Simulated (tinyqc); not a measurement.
Inside a calculation. Model: off-state leakage of single and stacked transistors.

tinyqc, about 0.03 s, one thread, Intel Xeon 2.30GHz (shared host): `OMP_NUM_THREADS=1 python tinyqc.py 2242121 2242122 out.jsonl` Printed values are rounded.

n-channel devices of unit width. Subthreshold current I(Vg, Vs, Vd) = I0 (T/300 K)^0.5 exp[(Vg - Vs - VT(T) - gb (Vs - Vb) + dd (Vd - Vs))/(nf Vt)] (1 - exp(-(Vd - Vs)/Vt)), VT(T) = VT - cT (T - 300 K). Gate-edge tunnelling Ig (Vd/1 V) exp(ag (Vd - 1 V)), for a gate at 0 V, and band-to-band leakage Ab u exp(-Bb/u), u = Vd - Vb + 1 V, flow at a drain held at V; both are taken as independent of T. In a stack of off transistors (all gates at 0 V) the same subthreshold current passes through each.

Values chosen for this exercise; values of the order met in bulk silicon logic transistors:
```
symbol   value       unit                                             meaning
T          378          K                                         temperature
V          1.1          V                                      supply voltage
VT         0.4          V        threshold at 300 K, zero drain and body bias
cT         0.9       mV/K              fall of the threshold with temperature
I0        0.19      uA/um                       current at threshold at 300 K
nf        1.52                                                   slope factor
dd        0.15                                drain-induced lowering per volt
gb        0.09             rise of the threshold per volt of source-body bias
Ig      0.0004      uA/um                 gate-edge tunnelling current at 1 V
ag         3.6        1/V               exponential slope of the gate current
Ab           8  uA/(um V)      prefactor of band-to-band leakage at the drain
Bb          23          V                             its exponential voltage
Vb           0          V                                        body voltage
```

Constants: q = 1.602176634e-19 C, kB = 1.380649e-23 J/K, Vt = kB T/q. Results are converted to the units shown.

## Leakage of one transistor

Vg = Vs = 0, Vd = V; effective threshold VT(T) - gb Vb - dd V.

effective threshold = 0.1648 V
parts (nA/um): subthreshold 7.64519, gate edge 0.630665, band-to-band 0.294273
total = 8.57013 nA/um
shares (%): subthreshold 89.2074, gate edge 7.35887, band-to-band 3.43371

The subthreshold part is the largest.

## Starting value

Vx = dd V/(1 + gb + 2 dd), the solution for Vx well above Vt, rounded to three decimals.

Vx at the start = 0.119 V

## Iteration 1: new Vx

Stack of two, Vx the node between them: I_low = I(0, 0, Vx), I_up = I(0, Vx, V), f = ln(I_up/I_low), f' = -(1 + gb + 2 dd)/(nf Vt) - 1/(Vt (exp(Vx/Vt) - 1)) - 1/(Vt (exp((V - Vx)/Vt) - 1)), Vx(new) = Vx - f/f'.

I_low = 0.381291 nA/um
I_up = 0.388204 nA/um
f = 0.0179668
f' = -28.8906 1/V
Vx after iteration 1 = 0.119622 V

## Iteration 2: new Vx

As before.

I_low = 0.382202 nA/um
I_up = 0.382204 nA/um
f = 4.94270e-6
f' = -28.8748 1/V
Vx after iteration 2 = 0.119622 V

## Course of the iteration

Stop when the step is below 1e-11 V, or after 40 iterations.

Course of the iteration:
```
iteration  Vx before the step (V)  step (V)
1                           0.119   6.22e-4
2                        0.119622   1.71e-7
3                        0.119622  1.27e-14
```

Converged in 3 iterations. The subthreshold current of the stack is 0.3822 nA/um, 20.0 times less than that of one transistor (the drain leakage is unchanged); the estimate exp[dd V (1 + gb + dd)/((1 + gb + 2 dd) nf Vt)] gives 19.5.
